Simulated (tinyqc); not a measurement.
One level coupled to a phonon between two leads, self-consistent Born approximation: two steps of the calculation.

Wide-band leads with mu_L = +V/2 and mu_R = -V/2; phonons in equilibrium, Nq = 1/(exp(w0/kB T) - 1). Scattering links only energies that differ by w0, so a ladder E_k = E1 + k w0 closes on itself; terms that reach past its ends are dropped. Gn and Gp are the electron and hole parts of the spectral function A = Gn + Gp.

Values chosen for this exercise: temperature of leads and phonons T = 77 K; level ed = 3 meV; coupling to the left lead GL = 37 meV; coupling to the right lead GR = 48 meV; bias V = 100 mV.

Constants: q = 1.602176634e-19 C, kB = 1.380649e-23 J/K, Vt = kB T/q. Results are converted to the units shown.

Question 1. Green functions. |G|^2 = 1/[(E - ed)^2 + (GL + GR + Sin + Sout)^2/4], Gn = |G|^2 (GL fL + GR fR + Sin), Gp = |G|^2 (GL (1 - fL) + GR (1 - fR) + Sout), f = 1/(1 + exp((E - mu)/kB T)). On a single ladder the real part of the phonon self-energy, which needs all energies, is left out.

```
rung	E (meV)	Sin (meV)	Sout (meV)
0	-101	2.5362126	1.6800076e-4
1	-38	2.9660884	6.5763400e-4
2	25	0.0027514757	2.2325123
3	88	2.2328672e-4	4.1949402
4	151	1.9270585e-7	1.8947940
5	214	5.7455211e-12	0.71554419
```

Give: Gn after iteration 2; Gp after iteration 2.

Answer 1.

```
rung	Gn after iteration 2 (1/meV)	Gp after iteration 2 (1/meV)
0	0.006874	1.743e-6
1	0.01292	0.01141
2	0.01516	0.02140
3	1.306e-5	0.009667
4	3.893e-10	0.003652
5	1.485e-14	0.001849
```

Question 2. Currents on the rungs. Spectral currents into the level: iL = GL [fL Gp - (1 - fL) Gn], iR = GR [fR Gp - (1 - fR) Gn].

```
rung	converged Gn (1/meV)	converged Gp (1/meV)	fL	fR
0	0.0068735880	1.7435363e-6	1.0000000	0.99954105
1	0.012924030	0.011406085	0.99999826	0.14081996
2	0.015154222	0.021398608	0.97741666	1.2334450e-5
3	1.3061392e-5	0.0096673652	0.0032465678	9.2826134e-10
4	3.8930338e-10	0.0036523251	2.4512170e-7	6.9857878e-14
5	1.4847208e-14	0.0018490071	1.8447052e-11	5.2572727e-18
```

Give: iL; iR; iL + iR; sum of iL.

Answer 2.

```
rung	iL	iR	iL + iR
0	0.0001	-0.0001	0.00000
1	0.4220	-0.4559	-0.03387
2	0.7612	-0.7274	0.03382
3	0.0007	-0.0006	0.00005
4	0.0000	0.0000	0.00000
5	0.0000	0.0000	0.00000
```

sum of iL = 1.184

On a single rung iL + iR need not vanish (largest 0.034), since phonons move electrons between rungs; summed over the ladder it does.

Range of the model: The self-consistent Born approximation keeps only non-crossing phonon lines and no Hartree shift; it is rough once the coupling nears the phonon energy.

Computed by the program tinyqc: `OMP_NUM_THREADS=1 python tinyqc.py 2720007 2720008 out.jsonl`, one thread of a shared Intel Xeon 2.30GHz, about 0.04 s for the whole run.
